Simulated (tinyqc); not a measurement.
Sampled drift against the exact one: kinetic Monte Carlo and master equation for a particle on a ring of sites with traps and bias. Computed by tinyqc, a small Python program. Command: `OMP_NUM_THREADS=1 python tinyqc.py 3005766 3005767 out.jsonl kmc walk`. One thread of a shared host (Intel(R) Xeon(R) Processor @ 2.30GHz), about 0.06 s of CPU time with the checks.

7 sites on a ring, numbered 1 to 7. The saddle between i and i+1 lies at E0 + s b_i and site i at s eps_i; a force F tilts the landscape, with the saddle half-way.

Inputs (values chosen for the exercise, for a model defect): reference barrier E0 = 0.46 eV; scale factor s of the disorder = 1; attempt frequency nu = 2.2 THz; temperature T = 390 K; site spacing a = 2.9 angstrom; force F along the ring = 0.0034 eV/angstrom; seed of the random numbers = 840917.

Disorder: random barriers.

site energies eps_i (eV): [0, 0, 0, 0, 0, 0, 0]

saddle shifts b_i between sites i and i+1 (eV): [-0.033, 0.0027, 0.0081, 0.017, -0.047, 0.018, 0.027]

Constants: k_B = 8.617333262e-05 eV/K.

Method:
- Rates: k(i to i+1) = nu exp(-(E0 + s b_i - s eps_i - F a/2)/(k_B T)), k(i to i-1) = nu exp(-(E0 + s b_(i-1) - s eps_i + F a/2)/(k_B T)).
- Share right = k right/(k right + k left); mean stay = 1/(k right + k left).
- Master equation dP/dt = W P, W_(i+1,i) = k right, W_(i-1,i) = k left, columns summing to zero. The steady state is its null vector; drift v = a sum P_i (k right - k left). D = a^2 lambda''(0)/2, where lambda(q) is the leading eigenvalue of W with right hops weighted by exp(q) and left hops by exp(-q).
- The slowest relaxation rate is minus the real part of the next eigenvalue of W. 1 angstrom = 1e-8 cm.
- 400 independent walkers start on sites drawn with weights P_i (k right + k left), the steady shares of hops (random numbers not printed); the estimate is total displacement over total time, with its standard error from the spread between walkers.

occupations P_i: [0.116723, 0.141631, 0.146847, 0.146333, 0.130307, 0.164919, 0.153239]

drift velocity v = 0.0174257 cm/s

Drift from sampling:
```
hops per walker  estimate (cm/s)  standard error (cm/s)  deviation in standard errors
10                      0.019176              0.0026630                        0.6572
30                      0.016922              0.0015313                       -0.3293
100                     0.018276              0.0007731                        1.1001
300                     0.017846              0.0004683                        0.8985
1000                    0.017343              0.0002499                       -0.3299
3000                    0.017274              0.0001385                       -1.0945
```

What does the comparison show, and why?

The exact drift is 0.01743 cm/s. The standard error falls by a factor 3.09 from 100 to 1000 hops (sqrt10 = 3.16), and in the last row it is 0.80 % of the drift.

Extremes, crossings and ranges named in words are read from the listed rows.
